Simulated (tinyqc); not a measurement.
# Vacuum evaporation: vapour pressure, source flux, thickness distribution, purity and step coverage, step by step

A worked calculation. Computed by tinyqc, a small Python program that keeps every step. Command: `OMP_NUM_THREADS=1 python tinyqc.py 3111774 3111775 out.jsonl evap walk`. One thread of a shared host (Intel(R) Xeon(R) Processor @ 2.30GHz), about 0.01 s of CPU time with the checks. Intermediate numbers are printed to about 5 digits and carried at full precision; extremes and crossings named in words are read from the listed rows.

Molecular flow, unit sticking of the metal, no re-evaporation. The background gas is taken as water vapour (18.015 g/mol, collision diameter 0.37 nm) at 300 K.

Inputs (values chosen for the exercise, modelled on titanium, with constants for the liquid):

| quantity | value | unit |
|---|---|---|
| molar mass M | 47.87 | g/mol |
| film density rho | 4.51 | g/cm^3 |
| vapour-pressure constant A | 11.36 | - |
| vapour-pressure constant B | 22690 | K |
| source temperature T | 2100 | K |
| source area | 2.3 | cm^2 |
| directionality n | 2 | - |
| source-to-wafer distance h | 67 | cm |
| wafer radius R | 5 | cm |
| source offset from the axis s/h | 0.48 | - |
| background pressure p | 3e-08 | Pa |
| sticking of background gas | 0.8 | - |
| aspect ratio of a trench | 0.6 | - |

Constants: u = 1.6605390666e-27 kg; k_B = 1.380649e-23 J/K; R = 8.314462618 J/(mol K).

## Vapour pressure and flux

log10(p_v/Pa) = A - B/T; flux from the surface Phi = p_v/sqrt(2 pi m k_B T), m = M u. Mass loss = Phi x area x m; heat of evaporation = ln(10) R B; d ln Phi/dT = ln(10) B/T^2 - 1/(2 T).

vapour pressure p_v = 3.5912 Pa

flux Phi = 2.9843e+18 1/(cm^2 s)

mass loss = 1.9642 g/h

heat of evaporation = 434.39 kJ/mol

change of flux per kelvin = 1.1609 %/K

Holding the rate to 1 % needs the temperature to about 0.86 K.

## Rate and uniformity on a fixed wafer above the source

A small source emits (n + 1) Phi area cos^n(phi)/(2 pi) per solid angle; on a parallel plane at height h and lateral distance l the arrival rate is (n + 1) Phi area/(2 pi h^2) x (1 + (l/h)^2)^(-(n + 3)/2). Growth rate = arrival rate x m/rho, m = M u. The wafer is fixed and centred above the source.

arrival rate at the centre = 7.3006e+14 1/(cm^2 s)

growth rate at the centre = 0.12868 nm/s

edge over centre = 0.98621

non-uniformity (max - min)/(max + min) = 0.69420 %

share of the material that lands on the wafer, 1 - (1 + (R/h)^2)^(-(n + 1)/2) = 0.82960 %

## Offset source and rotation

Rotating wafer, source offset by s and facing upwards: thickness at radius r is the mean over the angle a of (1 + (r^2 + s^2 - 2 r s cos a)/h^2)^(-(n + 3)/2), by 360 equal steps; non-uniformity (max - min)/(max + min) over 21 radii from 0 to R.

centre thickness relative to an axial source = 0.59550

edge over centre, rotating = 0.99608

non-uniformity, rotating = 0.19647 %

## Choosing the offset

The curvature at the centre vanishes at s/h = sqrt(2/(n + 3)).

Against the offset:

| s/h | centre thickness | edge over centre | non-uniformity (%) |
|---|---|---|---|
| 0.0 | 1.0000 | 0.9862 | 0.69420 |
| 0.2 | 0.9066 | 0.9885 | 0.57840 |
| 0.4 | 0.6900 | 0.9938 | 0.31139 |
| 0.5 | 0.5724 | 0.9966 | 0.16867 |
| 0.6 | 0.4636 | 0.9992 | 0.03953 |
| 0.7 | 0.3690 | 1.0014 | 0.06861 |
| 0.8 | 0.2903 | 1.0031 | 0.15348 |
| 0.9 | 0.2269 | 1.0043 | 0.21620 |
| 1.1 | 0.1377 | 1.0058 | 0.28749 |

The best row, s/h = 0.6, has 0.040 % against 0.69 % on the axis, at the price of a rate lower by a factor 2.16; the small-wafer optimum is sqrt(2/(n + 3)) = 0.63.

## Scattering and purity

Mean free path lambda = k_B T_g/(sqrt2 pi d^2 p); unscattered share exp(-h/lambda); gas arrival p/sqrt(2 pi m_g k_B T_g); impurity ratio = sticking x gas arrival/metal arrival; monolayer time = 1e15 cm^-2/(sticking x gas arrival).

mean free path = 2.2699e+05 m

unscattered share = 1.00000

gas arrival rate = 1.0752e+11 1/(cm^2 s)

impurity ratio = 1.1782e-04

monolayer time = 11626 s

## A trench at the wafer edge

Fixed wafer, axial point source, trench running tangentially at r = R: the beam arrives at tan(a) = R/h. Shadowed share of the floor = aspect ratio x tan(a) (at most 1); the wall facing the source grows at tan(a) times the field rate, the other wall not at all.

angle a = 4.2679 degrees

shadowed share of the floor = 0.044776

wall over field thickness = 0.074627

Checks made by the program: share on the wafer by quadrature (relative difference 4e-10).
